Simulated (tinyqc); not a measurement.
# Threshold of a short bulk MOSFET: charge sharing, barrier lowering, narrow width: two studies

n-channel device on a p-type body, depletion approximation, full ionisation. Uniform doping N = Na. Vbi from Boltzmann statistics is rough for the degenerate source. Cox = eps0 eox/tox.

Parameters, values chosen for the exercise; band and dielectric values close to those of silicon: temperature T = 300 K; band gap Eg = 1.13 eV; relative permittivity eps_r = 11.8; conduction-band density of states at T Nc = 2.79e19 cm^-3; valence-band density of states at T Nv = 2.6e19 cm^-3; relative permittivity of the gate insulator (close to silicon nitride) eox = 7.35; insulator thickness tox = 19 nm; channel doping Na = 1.1e18 cm^-3; source and drain doping Nsd = 1e20 cm^-3; flat-band voltage for the doping Na Vfb = -0.83 V; junction depth xj = 15 nm; body-source voltage Vbs = 0 V; drain-source voltage Vds = 0.5 V; gate width W = 150 nm; shape factor of the fringing depletion at the width edges xw = 1.5708; channel length L = 400 nm.

Constants: q = 1.602176634e-19 C, kB = 1.380649e-23 J/K, Vt = kB T/q, eps0 = 8.8541878128e-14 F/cm where lengths are in cm. Results are converted to the units shown.

Each table varies one quantity; the others keep the values above.

## Threshold roll-off against channel length

ni = sqrt(Nc Nv) exp(-Eg/(2 Vt)), Eg in volts; 2 pB = 2 Vt ln(N/ni); flat band Vfb - Vt ln(N/Na); Wd = sqrt(2 eps0 eps_r (2 pB - Vbs)/(q N)); body term q N Wd/Cox; long-channel VT0 = flat band + 2 pB + body term; Vbi = Vt ln(N Nsd/ni^2); scale length l = sqrt((eps_r/eox) tox Wd). Charge sharing (trapezoid; it ignores Vds): F = (xj/L)(sqrt(1 + 2 Wd/xj) - 1), lowering = body term times F. Barrier lowering: th = exp(-L/(2 l)) + 2 exp(-L/l), lowering = th [2 (Vbi - 2 pB) + Vds], DIBL = th. Narrow width: rise = body term times xw Wd/W. VT by each model = VT0 - lowering + rise. DIBL under 0.001 mV/V is printed as 0.

The same in every row: N (cm^-3) = 1.1000e18; VT0 (V) = 1.8748.

Results:

| L (nm) | L/l | F | DIBL (mV/V) | VT, charge sharing (V) | VT, barrier lowering (V) |
|---|---|---|---|---|---|
| 100 | 3.1135 | 0.20208 | 299.72 | 2.1394 | 2.2713 |
| 150 | 4.6702 | 0.13472 | 115.54 | 2.2566 | 2.4064 |
| 210 | 6.5383 | 0.096227 | 40.933 | 2.3236 | 2.4611 |
| 310 | 9.6517 | 0.065186 | 8.1482 | 2.3776 | 2.4851 |
| 440 | 13.699 | 0.045926 | 1.0621 | 2.4111 | 2.4903 |
| 920 | 28.644 | 0.021965 | 0 | 2.4528 | 2.4911 |
| 1300 | 40.475 | 0.015544 | 0 | 2.4640 | 2.4911 |
| 1900 | 59.156 | 0.010636 | 0 | 2.4726 | 2.4911 |

Estimate the missing row, L = 640 nm.

Computed row:

| L (nm) | L/l | F | DIBL (mV/V) | VT, charge sharing (V) | VT, barrier lowering (V) |
|---|---|---|---|---|---|
| 640 | 19.926 | 0.031574 | 0.047111 | 2.4361 | 2.4910 |

With this row back in the table: VT by barrier lowering rises from 2.27 to 2.49 V and VT by charge sharing rises from 2.14 to 2.47 V. DIBL is under 100 mV/V from L = 210 nm on among the rows (th = 0.1 at L/l = 4.92). For L = 100 DIBL exceeds 250 mV/V, where the barrier formula is rough.

## Effect of the gate width

Same model as above.

The same in every row: N (cm^-3) = 1.100e18; VT0 (V) = 1.875; L/l = 12.45; F = 0.05052; DIBL (mV/V) = 1.983.

Results:

| W (nm) | VT, charge sharing (V) | VT, barrier lowering (V) |
|---|---|---|
| 140 | 2.447 | 2.534 |
| 250 | 2.157 | 2.243 |
| 470 | 1.984 | 2.070 |
| 1600 | 1.845 | 1.931 |
| 3000 | 1.818 | 1.904 |

Estimate the missing row, W = 870 nm.

Computed row:

| W (nm) | VT, charge sharing (V) | VT, barrier lowering (V) |
|---|---|---|
| 870 | 1.893 | 1.980 |

With this row back in the table: As W goes from 140 to 3000, VT0 stays at 1.87 V, DIBL stays at 1.98 mV/V, F stays at 0.0505 and VT by barrier lowering falls from 2.53 to 1.90 V. The width enters only through the rise xw Wd/W.

Program tinyqc, `OMP_NUM_THREADS=1 python tinyqc.py 2002080 2002081 out.jsonl`; Intel Xeon 2.30GHz, shared host, one thread, about 0.01 s.
